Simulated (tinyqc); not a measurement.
Electromigration in a confined line: Blech product, Korhonen stress evolution and Black's law: one step, computed by the program tinyqc. Command: `OMP_NUM_THREADS=1 python tinyqc.py 3028866 3028867 out.jsonl emigr walk`. One thread of a shared host (Intel(R) Xeon(R) Processor @ 2.30GHz), about 0.01 s of CPU time with the checks.

The electron wind pushes atoms from the cathode (x = 0) to the anode (x = L); blocking ends build a back stress (tension positive). The input rho is taken not to change with temperature. d sigma/dt = d/dx [kappa (d sigma/dx + G)], with zero flux at both ends and sigma = sigma_0 at t = 0.

Problem. Time to nucleate a void. sigma(x, t) = sigma_0 + G L [1/2 - x/L - 4 sum_(m odd) cos(m pi x/L) exp(-m^2 pi^2 s)/(m pi)^2], s = t/tau, summed to m = 399. Solve sigma(0, t) = sigma_c for s; the semi-infinite estimate is t = (pi/kappa) ((sigma_c - sigma_0)/(2 G))^2.

Inputs (values chosen for the exercise, close to those used for ruthenium lines):

| quantity | value | unit |
|---|---|---|
| critical stress sigma_c | 390 | MPa |
| initial stress sigma_0 | 150 | MPa |
| line length L | 130 | um |
| test temperature T | 290 | C |

Start: thermal stress.

stress gradient G = 39.58319 MPa/um

tau = 179079.1 h

kappa = 2.621436e-17 m^2/s

Give: nucleation time; semi-infinite estimate.

Solution.

nucleation time = 305.9 h

semi-infinite estimate = 305.9 h

The two agree: the void nucleates before the far end is felt, so the time scales as 1/j^2 and not with L.
